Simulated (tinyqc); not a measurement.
Two mixing rules: virtual-crystal alloy in the empirical-pseudopotential method.

Empirical pseudopotential on the fcc lattice, atoms at +/- tau, tau = a (1,1,1)/8, no spin-orbit coupling. H(G,G') = c (2 pi/a)^2 |k + G|^2 delta + VS(q) cos(q.tau) + i VA(q) sin(q.tau), q = G - G', c = hbar^2/2m0; k and G in units of 2 pi/a; VS at |q|^2 = 3, 8, 11 and VA at 3, 4, 11, in rydberg, zero elsewhere. At each k the basis holds all G with |k + G|^2 up to 16; energies are counted from the fourth level at Gamma.

Virtual crystal A(1-x)B(x): a = (1 - x) a_A + x a_B. Rule linear: V = (1 - x) V_A + x V_B. Rule volume: V = [(1 - x) a_A^3 V_A + x a_B^3 V_B]/a^3, since a form factor is an atomic potential divided by the cell volume.

Constants: hbar^2/2m0 = 3.80998211 eV angstrom^2; Ry = 13.60569312 eV.

Parameters, chosen for this exercise (classic local form factors of the size used for Si (A) and Ge (B), which place X and L only to a few tenths of an eV; the results hold for these values, not for the real material):
- a = (5.42, 5.666) angstrom (lattice constants of A, B)
- VSA = (-0.214, 0.041, 0.079) Ry (symmetric form factors of A)
- VAA = (0, 0, 0) Ry (antisymmetric form factors of A)
- VSB = (-0.231, 0.01, 0.061) Ry (symmetric form factors of B)
- VAB = (0, 0, 0) Ry (antisymmetric form factors of B)

Gaps from the valence top to the fifth band at Gamma, at L = (1/2,1/2,1/2) and at the lowest of k = (f,0,0), f = 0.70, 0.75, ..., 1.00. Both rules agree at the ends.

Gaps (eV):

| x | Gamma, linear | Delta/X, linear | L, linear | Gamma, volume | Delta/X, volume | L, volume |
|---|---|---|---|---|---|---|
| 0.25 | 3.281 | 0.886 | 1.644 | 3.219 | 0.886 | 1.621 |
| 0.50 | 2.637 | 0.949 | 1.436 | 2.552 | 0.950 | 1.404 |
| 0.75 | 1.973 | 1.008 | 1.217 | 1.910 | 1.008 | 1.193 |

What does the comparison show?

At x = 0.5 the volume rule moves Gamma by -84 meV, Delta/X by 0 meV and L by -32 meV, that is the bowing by -4 times these; the lattice constants differ by 4.5 %, and the rules would coincide for equal ones.

(tinyqc, `OMP_NUM_THREADS=1 python tinyqc.py 1081292 1081293 out.jsonl`, Intel(R) Xeon(R) Processor @ 2.30GHz, 1 thread, shared host, about 0.2 s.)
